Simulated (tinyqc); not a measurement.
How many bands a k.p model needs: band 4 from Gamma to L: k.p theory built from an empirical-pseudopotential calculation at Gamma.

Empirical pseudopotential on the fcc lattice, atoms at +/- tau, tau = a (1,1,1)/8, no spin-orbit coupling. H(G,G') = c (2 pi/a)^2 |k + G|^2 delta + VS(q) cos(q.tau) + i VA(q) sin(q.tau), q = G - G', c = hbar^2/2m0; k and G in units of 2 pi/a; VS at |q|^2 = 3, 8, 11 and VA at 3, 4, 11, in rydberg, zero elsewhere. The basis is fixed: all 59 G with |G|^2 up to Gcut. Energies are counted from the fourth level at Gamma.

k.p in the lowest n states at Gamma: H_nm = (E_n + c k^2) delta + 2 c k.<n|G|m>, k in 1/angstrom; with all states of the basis it is exact.

Constants: hbar^2/2m0 = 3.80998211 eV angstrom^2; Ry = 13.60569312 eV.

Parameters, chosen for this exercise (near those of Si; shifted at random, so the results belong to these values and not to a real crystal): a = 5.416 angstrom (lattice constant); VS = (-0.21, 0.039, 0.08) Ry (symmetric form factors); VA = (0, 0, 0) Ry (antisymmetric form factors); Gcut = 12 (2 pi/a)^2 (largest |G|^2 of the fixed basis).

Band 4 (counted from below) at k = f (0.5, 0.5, 0.5) 2 pi/a; n ends on whole multiplets.

Energies (eV):
```
f       n = 8  n = 15  n = 27  n = 59 (exact)
0.000   0.000   0.000   0.000           0.000
0.125  -0.029  -0.080  -0.082          -0.082
0.250  -0.093  -0.278  -0.287          -0.288
0.375  -0.145  -0.518  -0.538          -0.539
0.625  -0.064  -0.928  -0.981          -0.985
0.750   0.110  -1.052  -1.128          -1.136
0.875   0.386  -1.110  -1.214          -1.226
1.000   0.771  -1.099  -1.234          -1.254
```

Give the missing row, f = 0.500.

Computed row:
```
f       n = 8  n = 15  n = 27  n = 59 (exact)
0.500  -0.143  -0.745  -0.780          -0.782
```

With n = 8 the band stays within 0.05 eV of the exact one at Gamma only (error at L: +2.025 eV). With n = 15 the band stays within 0.05 eV of the exact one up to f = 0.500 (error at L: +0.155 eV). With n = 27 the band stays within 0.05 eV of the exact one over the whole line (error at L: +0.021 eV). A smaller basis can only raise a level.

Computed by tinyqc, a small Python program: `OMP_NUM_THREADS=1 python tinyqc.py 1080447 1080448 out.jsonl` (the numbers bound the seed that draws the inputs); one thread of a shared host (Intel(R) Xeon(R) Processor @ 2.30GHz), about 0.3 s for the whole set of steps.
